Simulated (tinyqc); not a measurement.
Gain factor and gap resistance from two string resistances.

Question. At small bit-line voltage each of the 64 cells has the resistance 1/(K x) at overdrive x (no mobility reduction) in series with a gap resistance Rg. Find K, Rg and the share of the gaps at the higher overdrive.

resistance of a string of 64 equal cells at overdrives of 4.5 and 7.8 V (kohm): [4238.6173, 2567.2023]

Answer. The resistance per cell is a straight line in 1/x with slope 1/K and intercept Rg.

K = 3.600 uA/V^2
Rg = 4.500 kohm
share of the gaps = 11.22 %

Program tinyqc, `OMP_NUM_THREADS=1 python tinyqc.py 2142140 2142141 out.jsonl`; Intel Xeon 2.30GHz, shared host, one thread, about 0.6 s.
